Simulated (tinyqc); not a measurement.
Permeation of metal atoms or ions through a thin barrier or dielectric: time lag, field-aided drift and lifetime: one step, computed by the program tinyqc. Command: `OMP_NUM_THREADS=1 python tinyqc.py 3019924 3019925 out.jsonl barrier walk`. One thread of a shared host (Intel(R) Xeon(R) Processor @ 2.30GHz), about 0.01 s of CPU time with the checks.

The film 0 < x < d is empty at first; C = C0 at x = 0 and C = 0 at x = d. dC/dt = D d2C/dx2 - v dC/dx with drift v = D z e V/(k_B T d) (uniform field, no space charge).

Question. Dose at time s. Steady flux J = (D C0/d) P/(1 - exp(-P)); time lag in units of d^2/D: s_L = [P (1 + exp(-P))/(1 - exp(-P)) - 2]/P^2 (P = 0: J = D C0/d, s_L = 1/6). Dose through the film Q(s) = C0 d {f (s - s_L) - 2 exp(P/2) sum_(n=1..200) (-1)^n n^2 pi^2 exp(-l_n s)/l_n^2}, l_n = n^2 pi^2 + P^2/4, f = P/(1 - exp(-P)) the relative flux.

Inputs (values chosen for the exercise, for a model case: singly charged ions through a dielectric):

| quantity | value | unit |
|---|---|---|
| thickness d | 95 | nm |
| concentration at the source side C0 | 7e+12 | 1/cm^3 |
| test temperature T | 175 | C |
| time in units of d^2/D, s | 0.18 | - |

Peclet number P = -5.178854

time scale d^2/D = 1523.862 s

Give: Q/(C0 d); dose Q; time.

Answer.

Q/(C0 d) = 0.002012

dose Q = 1.338e+05 1/cm^2

time = 274.3 s
